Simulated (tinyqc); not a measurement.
Physical sputtering: collision-cascade yield, angular dependence, faceting and resputtering in deposition: one step, computed by the program tinyqc.

Ions start collision cascades; atoms that reach the surface with more than U leave. The target is amorphous or fine-grained.

Task: Oblique incidence. Angular law: Y/Y0 = t^f exp(-f cos(a_opt)(t - 1)), t = 1/cos(angle), largest at a_opt. A plane tilted by the angle recedes along the beam at a speed proportional to Y(angle), and along its own normal as Y cos(angle).

Inputs (values chosen for the exercise, modelled on gallium ions on silicon): ion energy E = 74 eV; angular exponent f = 1.6; angle of the largest yield = 68 degrees; angle of incidence = 75 degrees.

yield Y0 = 0.01856255 atoms per ion

Give: Y/Y0 at the angle; yield at the angle; normal speed relative to a flat surface; largest Y/Y0.

Result:

Y/Y0 at the angle = 1.5623

yield at the angle = 0.029001 atoms per ion

normal speed relative to a flat surface = 0.40436

largest Y/Y0 = 1.7689

Caution: within a few times the threshold, cascades are short and these fits are rough.
